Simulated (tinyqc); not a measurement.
What each parameter does: exciton in an atomically thin sheet (Rytova-Keldysh potential).

Relative motion in the plane with V(k) = -2 pi q/(k (kap + r0 k)), q = e^2/(4 pi eps0), c = hbar^2/2m0. Normalised Gaussians exp(-a_i r^2): with A = a_i + a_j, S_ij = 2 sqrt(a_i a_j)/A, T_ij = (4c/mu)(a_i a_j/A) S_ij, V_ij = -q S_ij times the integral over k from 0 to infinity of exp(-k^2/4A)/(kap + r0 k).

Converged values use 20 Gaussians with exponents 2^i/b^2, i = -11 to 8, b the larger of a0 kap/(2 mu) and sqrt(a0 r0/mu), a0 = 0.5291772 angstrom; p states use r exp(i theta) exp(-a r^2).

Constants: hbar^2/2m0 = 3.80998211 eV angstrom^2; e^2/(4 pi eps0) = 14.39964547 eV angstrom.

Parameters, chosen for this exercise (near those of a MoS2 monolayer; the results hold for these values, not for the real material): me = 0.473 m0 (electron mass); mh = 0.581 m0 (hole mass); kap = 1 (mean dielectric constant of the surroundings); r0 = 37.9 angstrom (screening length of the sheet); Eg = 2.515 eV (gap, in these surroundings).

1/mu = 1/me + 1/mh; converged values. Eg is held fixed when kap or r0 changes: the shrinking of the gap by stronger screening, which offsets most of the shift of the 1s line, is left out. Each row changes one parameter from the base and keeps the others.

Results:

| case | 1s binding (meV) | 2s - 1s (meV) | 2s - 2p (meV) | 1s line (eV) |
|---|---|---|---|---|
| base | 599.6 | 322.7 | 62.0 | 1.915 |
| me = 0.568 m0 | 615.1 | 326.7 | 63.4 | 1.900 |
| mh = 0.465 m0 | 582.8 | 318.3 | 60.4 | 1.932 |
| kap = 1.6 | 456.1 | 278.3 | 46.9 | 2.059 |
| r0 = 45.5 angstrom | 523.9 | 275.0 | 53.8 | 1.991 |
| Eg = 2.64 eV | 599.6 | 322.7 | 62.0 | 2.040 |

The largest shifts from the base row, up to three for each result and ties (the steps differ in size, so this ranks the rows, not the parameters). 1s binding (meV): kap -143.5, r0 -75.7, mh -16.8; unchanged at the printed digits by Eg. 2s - 1s (meV): r0 -47.7, kap -44.5, mh -4.5; unchanged at the printed digits by Eg. 2s - 2p (meV): kap -15.1, r0 -8.1, mh -1.6; unchanged at the printed digits by Eg. 1s line (eV): kap +0.144, Eg +0.125, r0 +0.076.

(tinyqc, `OMP_NUM_THREADS=1 python tinyqc.py 1281585 1281586 out.jsonl`, Intel(R) Xeon(R) Processor @ 2.30GHz, 1 thread, shared host, about 0.02 s.)
